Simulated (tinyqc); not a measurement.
Worked calculation: self-consistent Fermi level with native defects, at growth and after a quench. Computed by tinyqc, a small Python program that keeps every step. Command: `OMP_NUM_THREADS=1 python tinyqc.py 3005819 3005820 out.jsonl scfermi walk`. One thread of a shared host (Intel(R) Xeon(R) Processor @ 2.30GHz), about 0.05 s of CPU time with the checks. Intermediate numbers are printed to about 6 digits and carried at full precision; extremes and crossings named in words are read from the listed rows.

Energies are counted from the top of the valence band (VBM); when the gap shrinks with temperature the conduction band moves and the levels stay. D and A draw on one reservoir with opposite signs, as the two vacancies of a compound do.

Inputs (values chosen for the exercise, with bands modelled on GaP):

| quantity | value | unit |
|---|---|---|
| gap E_g at 300 K | 2.29 | eV |
| slope -dE_g/dT above 300 K | 0.00052 | eV/K |
| electron mass m_e | 0.5 | m_0 |
| valleys M_c | 3 | - |
| hole mass m_h | 0.816 | m_0 |
| E_f of the neutral native donor D | 4.259 | eV |
| E_f of the neutral native acceptor A | 2.39 | eV |
| shift s of the chemical potential | -0.064 | eV |
| site density N_s | 1.8e+22 | cm^-3 |
| dopant density N_X | 0 | cm^-3 |
| growth temperature T_g | 1330 | K |
| temperature of use T | 300 | K |

Added shallow dopant: none.

levels of D above the VBM, most positive state first (eV): 1.46  1.65  1.67

levels of A above the VBM, (0/-1) first (eV): 1.07  1.13

Constants: m_0 = 9.1093837015e-31 kg; k_B = 1.380649e-23 J/K; h = 6.62607015e-34 J s; k_B = 8.617333262e-05 eV/K.

## Formation energies at E_F = 0

E_f(D, 0) = input + s and E_f(A, 0) = input - s; E_f(q, E_F = 0) follows from the levels, eps(q/q-1) = E_f(q - 1) - E_f(q) at E_F = 0.

E_f(q, E_F = 0) (eV): D(+3) -0.585, D(+2) 0.875, D(+1) 2.525, D(0) 4.195, A(0) 2.454, A(-1) 3.524, A(-2) 4.654

## Bands at growth

E_g(T) = E_g - slope x max(0, T - 300 K). N_c = 2 M_c (2 pi m_e k_B T/h^2)^(3/2) and N_v = 2 (2 pi m_h k_B T/h^2)^(3/2), masses in units of m_0. At growth T = T_g.

E_g(T_g) = 1.7544 eV

N_c(T_g) = 2.48453e+20 cm^-3

N_v(T_g) = 1.72664e+20 cm^-3

k_B T_g = 0.114611 eV

## Charges across the gap at T_g

n = N_c F_1/2((E_F - E_g)/k_B T), p = N_v F_1/2(-E_F/k_B T). F_1/2(eta) = (2/sqrt(pi)) int_0^infinity sqrt(x)/(1 + exp(x - eta)) dx, by the trapezoid rule in t = sqrt(x) with step 0.02 up to t = 12 (for eta < -12 by exp(eta) - exp(2 eta)/2^(3/2)). In equilibrium c_q = N_s exp(-(E_f(q, 0) + q E_F)/k_B T). Net charge = p - n + sum q c_q; the log ratio is ln(positive charge/negative charge). Entries near or above N_s lie outside the dilute limit and only show that E_F cannot go there.

Densities (cm^-3):

| E_F (eV) | n | p | charge on D | charge on A | log ratio |
|---|---|---|---|---|---|
| 0.088 | 1.20432e+14 | 6.95419e+19 | 8.88716e+23 | 1.71914e+09 | 22.7220 |
| 0.351 | 1.19490e+15 | 7.94503e+18 | 9.09947e+20 | 1.70911e+10 | 13.5518 |
| 0.614 | 1.18553e+16 | 8.12542e+17 | 9.31999e+17 | 1.72947e+11 | 4.9915 |
| 0.877 | 1.17607e+17 | 8.20177e+16 | 9.57763e+14 | 2.04796e+12 | -0.3488 |
| 1.140 | 1.16513e+18 | 8.26772e+15 | 1.01672e+12 | 5.30044e+13 | -4.9482 |
| 1.404 | 1.14914e+19 | 8.26067e+14 | 1.39570e+09 | 3.80788e+15 | -9.5408 |
| 1.667 | 1.00526e+20 | 8.32584e+13 | 7.39097e+06 | 3.60095e+17 | -14.0076 |

## Equilibrium at growth

E_F is the root of the log ratio, by 50 bisections between -0.5 eV and E_g + 0.5 eV.

E_F at growth = 0.857278 eV

n at growth = 9.90175e+16 cm^-3

p at growth = 9.74153e+16 cm^-3

Defects at growth:

| state | E_f (eV) | c (cm^-3) |
|---|---|---|
| D(+3) | 1.98683 | 5.32782e+14 |
| D(+2) | 2.58956 | 2.77109e+12 |
| D(+1) | 3.38228 | 2.74652e+09 |
| D(0) | 4.19500 | 2.28628e+06 |
| A(0) | 2.45400 | 9.04302e+12 |
| A(-1) | 2.66672 | 1.41333e+12 |
| A(-2) | 2.93944 | 1.30863e+11 |

total D = 5.35556e+14 cm^-3

total A = 1.05872e+13 cm^-3

The largest part of the positive charge comes from holes (98 %) and that of the negative charge from electrons (100 %).

## After the quench to T

After a quench the totals of D and A stay as grown, and each is shared among its charge states with weights exp(-(E_f(q, 0) + q E_F)/k_B T).

E_F after the quench = 1.75339 eV

n after the quench = 2.57326e+10 cm^-3

p after the quench = 6.47837e-11 cm^-3

Frozen defects:

| state | c (cm^-3) | share of its total |
|---|---|---|
| D(+3) | 4.41693e+06 | 8.24738e-09 |
| D(+2) | 3.74836e+11 | 6.99902e-04 |
| D(+1) | 2.04505e+13 | 3.81855e-02 |
| D(0) | 5.14730e+14 | 9.61115e-01 |
| A(0) | 1.17997e-09 | 1.11453e-22 |
| A(-1) | 3.56701e+02 | 3.36917e-11 |
| A(-2) | 1.05872e+13 | 1.00000e+00 |

The material is n-type with 2.57e10 carriers per cm^3.

## Slow cooling against a quench

Each E_F by bisection; full equilibrium lets the defects form and vanish at every T.

Two histories (densities in cm^-3):

| T (K) | E_F, equilibrium (eV) | n | p | all defects | E_F, frozen (eV) | n, frozen | p, frozen |
|---|---|---|---|---|---|---|---|
| 1120 | 0.91429 | 1.02700e+16 | 1.02595e+16 | 3.72153e+12 | 0.92176 | 1.10971e+16 | 9.49476e+15 |
| 920 | 0.96938 | 4.86245e+14 | 4.86236e+14 | 4.24403e+09 | 1.07004 | 1.73104e+15 | 1.36582e+14 |
| 710 | 1.02727 | 3.43938e+12 | 3.43938e+12 | 1.43117e+05 | 1.39669 | 1.44129e+15 | 8.20741e+09 |
| 510 | 1.08240 | 8.25197e+08 | 8.25197e+08 | 2.81635e-02 | 1.66544 | 4.76528e+14 | 1.42898e+03 |
| 300 | 1.14030 | 1.29114e+00 | 1.29114e+00 | 4.15176e-18 | 1.75339 | 2.57326e+10 | 6.47837e-11 |

At 300 K equilibrium would leave 4.15e-18 defects per cm^3 against 5.46e14 frozen in, and E_F differs by +0.613 eV. The two histories give opposite carrier types. Real samples lie between, set by the temperature at which diffusion stops.

Checks made by the program: neutrality at growth (relative difference below 1e-10).
